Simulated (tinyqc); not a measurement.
Shrinking the pitch: stress in a transistor channel from embedded alloy regions, liners and fins, by half-space elasticity. Computed by tinyqc, a small Python program. Command: `OMP_NUM_THREADS=1 python tinyqc.py 3005518 3005519 out.jsonl stressor walk`. One thread of a shared host (Intel(R) Xeon(R) Processor @ 2.30GHz), about 0.01 s of CPU time with the checks.

Plane strain in an isotropic half-space, the same constants everywhere; x along the channel from its centre, y downwards from the free surface; stress is positive in tension.

Inputs (values chosen for the exercise, modelled on silicon): alloy fraction x = 0.27; lattice change per unit x, beta = 0.0425; Young's modulus E = 170 GPa; Poisson ratio nu = 0.22; channel length L = 118 nm; length of each stressor S = 155 nm; recess depth d = 45 nm; depth of the field point y = 3.2 nm.

Stressor: Si(1-x)Ge(x) source and drain.

Method:
- Misfit e = beta x. A fully constrained inclusion holds the stress -p with p = E e/(1 - 2 nu); a blanket film would hold -E e/(1 - nu) in the plane.
- A line element dA of misfit at (a, c) in the half-space gives, with C = E e/(2 pi (1 - nu)), X = x - a, r1^2 = X^2 + (y - c)^2, r2^2 = X^2 + Y^2, Y = y + c: s_xx = -C dA {[X^2 - (y - c)^2]/r1^4 + 3 [X^2 - Y^2]/r2^4 + 4 y Y (Y^2 - 3 X^2)/r2^6}, s_yy = C dA {[X^2 - (y - c)^2]/r1^4 - [X^2 - Y^2]/r2^4 + 4 y Y (Y^2 - 3 X^2)/r2^6}. These are integrated over two rectangles, L/2 < |a| < L/2 + S, 0 < c < d (closed form in a, 200 Gauss-Legendre points in c).
- L and S are scaled together at fixed d, then S alone, then L alone.

misfit e = 0.011475

S_xx at the centre (MPa):
```
scale  L and S scaled  S alone  L alone
0.35          -1539.4   -815.4  -2427.9
0.50          -1653.6  -1000.2  -2147.1
0.70          -1573.1  -1174.9  -1781.4
1.00          -1348.3  -1348.3  -1348.3
1.40          -1083.4  -1492.5   -962.9
2.00           -814.6  -1620.1   -628.8
3.00           -566.1  -1733.4   -360.5
```

Halving S alone keeps 0.74 of the stress, halving L alone gives 1.59, and halving both 1.23: a shorter channel brings the walls closer, a shorter stressor brings its far wall, which pulls the other way, closer too. Neighbouring devices are left out.
